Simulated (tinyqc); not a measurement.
Long-channel MOSFET, surface-potential model: one step of the calculation.

n-channel transistor on a uniformly doped p-type body, gradual-channel approximation, constant mobility, Boltzmann statistics, full ionisation. Potentials are counted from the neutral body; V is the electron quasi-Fermi potential, Vsb at the source and Vsb + Vds at the drain. Charges are magnitudes per area.

Question. Pao-Sah current by Simpson's rule. I = mu (W/L) integral of Qi dV; Simpson's rule on the 9 points, step Vds/8, weights 1, 4, 2, ..., 4, 1 times step/3.

Inputs (values chosen for the exercise); material values close to those of gallium nitride: channel mobility mu = 680 cm^2/(V s); gate width W = 5 um; gate length L = 0.5 um; drain-source voltage Vds = 0.05 V.

| point | Qi, Pao-Sah (nC/cm^2) |
|---|---|
| 0 | 0.038185427 |
| 1 | 0.029993269 |
| 2 | 0.023557212 |
| 3 | 0.018501354 |
| 4 | 0.014530048 |
| 5 | 0.011410849 |
| 6 | 0.0089610501 |
| 7 | 0.0070370732 |
| 8 | 0.0055261047 |

Find: Pao-Sah current.

Answer.

Pao-Sah current = 0.005746 uA

Gauss-Legendre quadrature on many points gives 0.005746 uA, so this value is within 0.01 % of it; the charge-sheet current, 0.005730 uA, is 0.26 % below it.

Program tinyqc, `OMP_NUM_THREADS=1 python tinyqc.py 2360161 2360162 out.jsonl`; Intel Xeon 2.30GHz, shared host, one thread, about 0.06 s.
